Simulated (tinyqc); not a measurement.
Worked calculation: hopping conduction between localised states. Computed by tinyqc, a small Python program that keeps every step. Command: `OMP_NUM_THREADS=1 python tinyqc.py 3017177 3017178 out.jsonl hop walk`. One thread of a shared host (Intel(R) Xeon(R) Processor @ 2.30GHz), about 0.01 s of CPU time with the checks. Intermediate numbers are printed to about 7 digits and carried at full precision; extremes and crossings named in words are read from the listed rows.

Energies are counted from the Fermi level. A small network shows the mechanism; the laws of an infinite system follow.

Inputs (values chosen for the exercise, for a model impurity band):
```
quantity,value,unit
localisation length xi,5.6,nm
density of states g_0,3.2e+19,1/(eV cm^3)
permittivity eps,10,-
activation energy E_a to extended states,0.062,eV
prefactor of activated conduction,280,S/cm
prefactor of hopping,0.42,S/cm
conductance scale G_0,1,microsiemens
temperature T,40,K
```

Dimension: 3D.

sites of the small network (nm, nm, meV):
```
,x,y,energy
1,0,13.34,-0.88
2,12.99,7.19,-13.39
3,18.46,0.46,12.96
4,35.57,9.63,3.78
5,43.2,7.41,-13.02
6,54,6.45,1.48
```

Constants: k_B = 8.617333262e-05 eV/K; e^2/(4 pi eps_0) = 14.39964548 eV angstrom.

## Pair exponents

Miller-Abrahams exponent s_ij = 2 r_ij/xi + (|E_i| + |E_j| + |E_i - E_j|)/(2 k_B T); G_ij = G_0 exp(-s_ij). The diagonal is set to 0 and not used.

s_ij, lower triangle (symmetric):
```
,1,2,3,4,5,6
1,0.00000
2,9.01757,0.00000
3,12.05418,10.74183,0.00000
4,14.12441,13.09247,10.69286,0.00000
5,19.35052,14.67418,16.71487,7.71190,0.00000
6,20.12673,18.96279,16.63174,7.77603,8.07899,0.00000
```

## Kirchhoff solution

Site 1 is held at potential 1 and site 6 at 0; Kirchhoff's law sum_j G_ij (u_i - u_j) = 0 fixes the others; G = sum_j G_1j (1 - u_j). G_ij = G_0 exp(-s_ij).

potentials: [1.000000, 0.911624, 0.518478, 0.023283, 0.014299, 0.000000]

conductance G = 1.424187e-05 microsiemens

-ln(G/G_0) = 11.15932

## Critical path

Critical exponent s_c: the smallest value such that bonds with s_ij <= s_c connect site 1 with site 6.

critical exponent s_c = 10.74183

One such path is 1-2-3-4-6. -ln(G/G_0) = 11.16 against s_c = 10.74: the hardest unavoidable hop sets the conductance.

## The network against temperature

Miller-Abrahams exponent s_ij = 2 r_ij/xi + (|E_i| + |E_j| + |E_i - E_j|)/(2 k_B T); G_ij = G_0 exp(-s_ij). Site 1 is held at potential 1 and site 6 at 0; Kirchhoff's law sum_j G_ij (u_i - u_j) = 0 fixes the others; G = sum_j G_1j (1 - u_j). The last column is the length of the critical bond.

Network:
```
T (K),-ln(G/G_0),s_c,critical hop (nm)
12,17.25244,17.27891,35.76296
18,15.49186,15.77676,35.76296
28,13.11755,13.77496,22.50924
40,11.15932,10.74183,8.67259
60,9.65028,9.43957,19.41239
100,8.52032,8.43694,19.41239
200,7.68803,7.68497,19.41239
600,7.12890,7.18366,19.41239
```

-ln(G/G_0) follows s_c within 0.7. The critical hop is 35.8 nm long at the lowest T and 19.4 nm at the highest: on cooling the carrier goes farther to find a site of nearer energy, which is variable-range hopping, though in so small a sample not at every step.

## Variable-range laws

Mott: T_M = 21.2/(k_B g_0 xi^3), exponent (T_M/T)^(1/4), mean hop r = (3/8) xi times the exponent. Efros-Shklovskii: T_ES = 2.8 e^2/(4 pi eps eps_0 k_B xi), exponent (T_ES/T)^(1/2). Coulomb gap width g_0^(1/2) (e^2/(4 pi eps eps_0))^(3/2). The numerical coefficients come from percolation theory and are given.

T_M = 43777.29 K

T_ES = 835.5047 K

Mott exponent = 5.751713

Efros-Shklovskii exponent = 4.570297

mean hop by the Mott formula = 12.07860 nm

Coulomb gap = 9.774683 meV

The larger exponent, here Mott, is the one that limits; the two are equal at T = 15.9 K, below which the Coulomb gap rules.

## Total conductivity

sigma = s_1 exp(-E_a/k_B T) + s_2 exp(-larger of the two exponents); reduced activation energy w = d ln(sigma)/d ln(T) by a central difference of +/- 1 %.

activated part = 4.320180e-06 S/cm

hopping part = 0.001334480 S/cm

conductivity = 0.001338800 S/cm

reduced activation energy w = 1.491504

Hopping carries 100 %. For sigma = s exp(-(T_0/T)^p), w = p (T_0/T)^p, so the slope of ln w against ln T gives -p.

Checks made by the program: current leaving the first site against current entering the last (relative difference below 1e-10).
